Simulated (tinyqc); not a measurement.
Comparisons within one model: Wannier-Stark ladder of a miniband. A value that a table varies takes the place of the one given here.

One state in each well j = -(Nw - 1)/2 ... (Nw - 1)/2: H_jj = j e F d, H_(j,j+1) = -W/4; 1 kV/cm = 0.01 meV/angstrom. In an infinite chain the levels are j e F d and the state of well 0 has amplitude J_j(x) in size on well j, x = W/(2 e F d).

Constants: hbar = 6.58211957e-16 eV s.

Values chosen for the exercise (near those of a non-polar GaN/AlGaN superlattice; not measured data): W = 58 meV (miniband width); d = 37 angstrom (period); Nw = 9 (wells); Fs = (18, 25, 34, 49, 75, 130, 280) kV/cm (fields); G = 2 meV (hbar/tau); F = 59 kV/cm (field).

## Raising the field

Infinite-chain weights beside the middle spacing of the finite stack.

Results:

| F (kV/cm) | e F d (meV) | x | J_0^2 | J_1^2 | J_2^2 | middle spacing/(e F d) |
|---|---|---|---|---|---|---|
| 18 | 6.66 | 4.354 | 0.123 | 0.036 | 0.070 | 1.2659 |
| 25 | 9.25 | 3.135 | 0.091 | 0.082 | 0.236 | 1.0613 |
| 34 | 12.58 | 2.305 | 0.003 | 0.290 | 0.172 | 1.0101 |
| 49 | 18.13 | 1.600 | 0.208 | 0.325 | 0.066 | 1.0008 |
| 75 | 27.75 | 1.045 | 0.555 | 0.206 | 0.016 | 1.0000 |
| 1.3e+02 | 48.10 | 0.603 | 0.830 | 0.083 | 0.002 | 1.0000 |
| 2.8e+02 | 103.60 | 0.280 | 0.961 | 0.019 | 0.000 | 1.0000 |

What can be read from the table?

J_0 vanishes at x = 2.405, F = 32.6 kV/cm, where the line at j = 0 disappears; J_0^2 overtakes J_1^2 for good at x = 1.435, F = 54.6 kV/cm, and reaches 0.96 in the last row. The 9 wells reproduce the middle spacing of the even ladder to 1 % from 49 kV/cm on, where the swing W/(e F d) = 2x is 3.2 periods. The lines are seen apart only where e F d exceeds their width, usually a few meV.

## Drift velocity with scattering

Esaki-Tsu: v = v0 y/(1 + y^2), y = e F d/G, v0 = W d/(2 hbar), at zero temperature; 1 angstrom/s = 1e-8 cm/s, 1 kV/cm = 0.01 meV/angstrom. The last column is dv/dF in cm^2/(V s).

Results:

| y | F (kV/cm) | v (1e6 cm/s) | dv/dF |
|---|---|---|---|
| 0.1 | 0.54 | 1.61 | 2927 |
| 0.3 | 1.62 | 4.49 | 2310 |
| 0.6 | 3.24 | 7.19 | 1044 |
| 1.0 | 5.41 | 8.15 | 0 |
| 1.5 | 8.11 | 7.52 | -357 |
| 2.5 | 13.51 | 5.62 | -301 |
| 4.0 | 21.62 | 3.84 | -157 |

v0 = 16.30 x 1e6 cm/s
field at y = 1 = 5.41 kV/cm

How do the results move?

The velocity peaks at v0/2 = 8.15 x 1e6 cm/s at 5.41 kV/cm and then falls: negative differential velocity, steepest at y = sqrt3 with -v0/(8 Fc) = -377 cm^2/(V s). The low-field mobility is v0/Fc = 3016 cm^2/(V s). At the peak the swing is W/G = 29.0 periods, so the semiclassical picture holds.

## What each parameter does

e F d, x, J_0(x)^2 and the lowest level of the finite stack. Each row changes one parameter from the base and keeps the others.

Results:

| case | e F d (meV) | x | J_0^2 | lowest level (meV) |
|---|---|---|---|---|
| base | 21.83 | 1.328 | 0.366 | -95.50 |
| W = 72 meV | 21.83 | 1.649 | 0.183 | -99.17 |
| d = 29 angstrom | 17.11 | 1.695 | 0.161 | -78.16 |
| F = 82.6 kV/cm | 30.56 | 0.949 | 0.620 | -128.51 |
| Nw = 11 | 21.83 | 1.328 | 0.366 | -117.33 |

What does this show?

The largest shifts from the base row, up to three for each result and ties (the steps differ in size, so this ranks the rows, not the parameters). e F d (meV): F +8.73, d -4.72; unchanged at the printed digits by W and Nw. x: F -0.380, d +0.366, W +0.321; unchanged at the printed digits by Nw. J_0^2: F +0.254, d -0.205, W -0.184; unchanged at the printed digits by Nw. lowest level (meV): F -33.01, Nw -21.83, d +17.33.

Program tinyqc; command `OMP_NUM_THREADS=1 python tinyqc.py 1282160 1282161 out.jsonl`; about 0.01 s on one thread of a shared Intel(R) Xeon(R) Processor @ 2.30GHz.
